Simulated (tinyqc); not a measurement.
# Input admittance of a MOSFET at zero drain bias: distributed channel and distributed gate: what changes with what

Source and drain grounded, strong inversion, w = 2 pi f, Cox = eps0 eox/tox. The channel is an RC line of resistance 1/(mu Cox Vo) per square fed from both ends, so one finger has the intrinsic admittance y = i w Cox L tanh(g)/g per width, g = (1/2) sqrt(i w tau), tau = L^2/(mu Vo). The vertical resistance rv/L is in series with y, the overlaps 2 i w Cov in parallel: y_t = 1/(1/y + rv/L) + 2 i w Cov. The gate strip is a line of Rsh/L per length loaded by y_t, so a finger has Y = y_t Wf tanh(k)/k, k = (Wf/sd) sqrt(y_t Rsh/L); the device has Nf Y.

Inputs (values chosen for the exercise); values of the order met in silicon radio-frequency transistors:
```
symbol  value        unit                                                                 meaning
eox      9.11              relative permittivity of the gate insulator (close to aluminium oxide)
tox       5.4          nm                                                     insulator thickness
L        0.97          um                                                          channel length
Wf        2.7          um                                                            finger width
Nf          8                                                                   number of fingers
mu        210  cm^2/(V s)                                                        channel mobility
Vo       0.37           V                                                          gate overdrive
Rsh        32  ohm/square                                            sheet resistance of the gate
rv        7.8    ohm um^2                                  vertical resistivity of the gate stack
sd          2                                       number of ends at which a finger is contacted
Cov       0.3       fF/um                             overlap and fringe capacitance on each side
f         4.6         GHz                                                               frequency
```

Constants: eps0 = 8.8541878128e-14 F/cm where lengths are in cm. Results are converted to the units shown.

Each table varies one quantity; the others keep the values above.

## Input impedance against frequency

Low-frequency limits, with c = Cox L and ct = c + 2 Cov: R_strip = Rsh Wf/(3 sd^2 L Nf), R_ch = (c/ct)^2 L/(12 mu Cox Vo Wf Nf), R_vert = (c/ct)^2 rv/(L Wf Nf), C = ct Wf Nf. Z = 1/(Nf Y) = R + 1/(i w C), Q = |Im Z|/R, far-point signal |1/cosh k|.

The same in every row: low-frequency R (ohm) = 31.001.

Result of one run:
```
f (GHz)    w tau       |k|  R (ohm)  C (fF)       Q  signal at the far point
0.9      0.68477  0.071544   30.994  325.68  17.519                  0.99986
```

What becomes of these results when the frequency f is changed from 0.9 to 20 GHz, all else the same?

Result of the changed run:
```
f (GHz)   w tau      |k|  R (ohm)  C (fF)       Q  signal at the far point
20       15.217  0.25726   27.944  246.87  1.1536                  0.97891
```

The whole series:
```
f (GHz)     w tau       |k|  R (ohm)  C (fF)       Q  signal at the far point
0.05     0.038043  0.016882   31.001  325.93  315.03                   1.0000
0.1      0.076086  0.023875   31.001  325.92  157.52                   1.0000
0.3       0.22826  0.041348   31.001  325.90  52.510                  0.99998
0.9       0.68477  0.071544   30.994  325.68  17.519                  0.99986
3          2.2826   0.12916   30.921  323.23  5.3080                  0.99848
7          5.3260   0.18810   30.571  311.99  2.3838                  0.99328
20         15.217   0.25726   27.944  246.87  1.1536                  0.97891
50         38.043   0.31122   20.133  148.89  1.0619                  0.96808
100        76.086   0.37454   13.425  103.25  1.1482                  0.95649
```

R falls from 31.0 to 13.4 ohm and C falls from 326 to 103 fF. Q goes as f^(-1.00) between the first two rows and f^(0.11) between the last two, where w tau = 76.1 and |k| = 0.375. The low-frequency limits hold both R and C within 5 % up to f = 7 GHz among the rows.

## Effect of the gate overdrive

Same model as above.

Effect of the gate overdrive:
```
Vo (V)  w tau     |k|  R (ohm)  low-frequency R (ohm)  C (fF)      Q  signal at the far point
0.2     6.475  0.1490    55.11                  56.27   306.0  2.052                   0.9952
0.35    3.700  0.1570    32.48                  32.70   319.0  3.340                   0.9965
0.5     2.590  0.1594    23.19                  23.27   322.5  4.626                   0.9974
0.65    1.992  0.1604    18.16                  18.19   323.9  5.883                   0.9979
0.8     1.619  0.1609    15.00                  15.02   324.6  7.106                   0.9983
0.95    1.363  0.1612    12.84                  12.85   324.9  8.293                   0.9985
1.1     1.177  0.1614    11.26                  11.27   325.2  9.446                   0.9987
1.25    1.036  0.1615    10.07                  10.07   325.4  10.56                   0.9988
```

As Vo goes from 0.2 to 1.25, R falls from 55.1 to 10.1 ohm, C rises from 306 to 325 fF and Q rises from 2.05 to 10.6. Only the channel term depends on Vo.

Program tinyqc, `OMP_NUM_THREADS=1 python tinyqc.py 2262003 2262004 out.jsonl`; Intel Xeon 2.30GHz, shared host, one thread, about 0.01 s.
